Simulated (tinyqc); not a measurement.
## Film thickness from the threshold shift

Inverse problem. Undoped body with a flat potential across it, hard walls, transport along x. Three valley pairs (g = 2 each) with the longitudinal mass along x, y or z. Non-parabolicity enters the subband edges through E (1 + al E) = gamma, so E = 2 gamma/(1 + sqrt(1 + 4 al gamma)); motion within a subband is taken as parabolic with the band-edge mass. Energies are counted from the bulk band edge. gamma = C (pi k/(t + dl))^2/mz, C = hbar^2/(2 m0). Each subband has N_k = g sqrt(mx my) m0 kB T/(pi hbar^2); without degeneracy n = exp(EF/Vt) sum N_k exp(-E_k/Vt). Classical value Nc times t, Nc = sum over valleys of 2 g (m m0 kB T/(2 pi hbar^2))^1.5 with m = (mx my mz)^(1/3). Threshold shift dVT = Vt ln(classical value/sum N_k exp(-E_k/Vt)). Find t and the lowest subband edge.

Inputs (values chosen for the exercise); masses close to those of silicon: temperature T = 200 K; longitudinal mass ml = 0.908 m0; transverse mass mt = 0.19 m0; non-parabolicity al = 0 1/eV; widening of the box by penetration into the insulator dl = 0 nm.

Constants: q = 1.602176634e-19 C, kB = 1.380649e-23 J/K, hbar = 1.054571817e-34 J s, m0 = 9.1093837015e-31 kg, Vt = kB T/q, hbar^2/(2 m0) = 0.0380998212 eV nm^2. Results are converted to the units shown.

dVT = 63.381024 mV

Answer. dVT is evaluated for trial values of t with all subbands; between 1.5 and 25 nm one value matches.

t = 2.70 nm
E_1 = 56.8 meV

Computed by the program tinyqc: `OMP_NUM_THREADS=1 python tinyqc.py 2350030 2350031 out.jsonl`, one thread of a shared Intel Xeon 2.30GHz, about 0.07 s for the whole run.
